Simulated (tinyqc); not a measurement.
## Trap density and grain size from the barrier

Question. With all traps filled Vb = q Qt^2/(8 eps0 eps_r N), and in that limit the barrier is largest at N* = Qt/Lg. Find Qt, Lg and the depleted width Qt/N.

Parameters, values chosen for the exercise:
```
symbol  value  unit                                     meaning
eps_r    11.7        relative permittivity of the semiconductor
```

Constants: q = 1.602176634e-19 C, eps0 = 8.8541878128e-14 F/cm where lengths are in cm. Results are converted to the units shown.

barrier at N = 9.5e17 cm^-3 = 0.29385251 V
doping of the largest barrier = 3.1666667e17 cm^-3

Answer. The barrier gives Qt, and N* then gives Lg.

Qt = 3.80e12 cm^-2
Lg = 120 nm
depleted width = 40.0 nm

tinyqc, about 0.01 s, one thread, Intel Xeon 2.30GHz (shared host): `OMP_NUM_THREADS=1 python tinyqc.py 2610127 2610128 out.jsonl`
